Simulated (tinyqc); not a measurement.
Worked calculation: Ewald sum of point charges, zinc blende lattice. Computed by tinyqc, a small Python program that keeps every step. Command: `OMP_NUM_THREADS=1 python tinyqc.py 22060 22061 out.jsonl` (the two numbers bound the seeds that draw the settings). One thread of a shared host (Intel(R) Xeon(R) Processor @ 2.60GHz), about 0.03 s of CPU time with the checks.

## Ewald sum with eta = 0.365 1/bohr

cell vectors (rows) (bohr):
$$\begin{pmatrix}
0.000000 & 5.245000 & 5.245000 \\
5.245000 & 0.000000 & 5.245000 \\
5.245000 & 5.245000 & 0.000000
\end{pmatrix}$$

Charges:
```
q                f1        f2        f3
1.000000   0.000000  0.000000  0.000000
-1.000000  0.250000  0.250000  0.250000
```

Real space: 1/2 sum q_i q_j erfc(eta r)/r over all images with r > 0; reciprocal space: (2 pi/V) sum_(G != 0) exp(-G^2/4 eta^2)/G^2 |S(G)|^2 with S(G) = sum q exp(i G.r); self term -eta/sqrt(pi) sum q^2; background -pi Q^2/(2 V eta^2), Q the total charge.

Real-space shells (first ones):
```
r (bohr)   pairs  sum (hartree)
4.542303       8      -0.016770
7.417550      24       0.000208
8.697849      24      -0.000010
10.490000     12       3.51e-08
11.431212     24      -3.80e-09
12.847574     48       6.20e-11
13.626910     32              0
14.835100     24              0
15.514919     48              0
```

Reciprocal shells (first ones that count):
```
G^2 (1/bohr^2)  vectors  sum (hartree)
1.076292              8       0.042950
1.435056              6       0.024645
3.946403             24       0.000161
4.305167              8       0.000050
6.816514             24       4.27e-07
7.175278             24       4.14e-07
9.686626             32       1.84e-09
```

## The total does not depend on eta

The same sums for other eta.

Totals (hartree per cell):
```
eta            real  reciprocal       self  background        total
0.365000  -0.016571    0.067808  -0.411858    0.000000  -0.36062213
0.485000  -0.001616    0.188258  -0.547264    0.000000  -0.36062213
0.658000  -0.000021    0.381872  -0.742473    0.000000  -0.36062213
```

shortest distance = 4.542303 bohr

Madelung constant -E d / (formula units |q+ q-|) = 1.638055
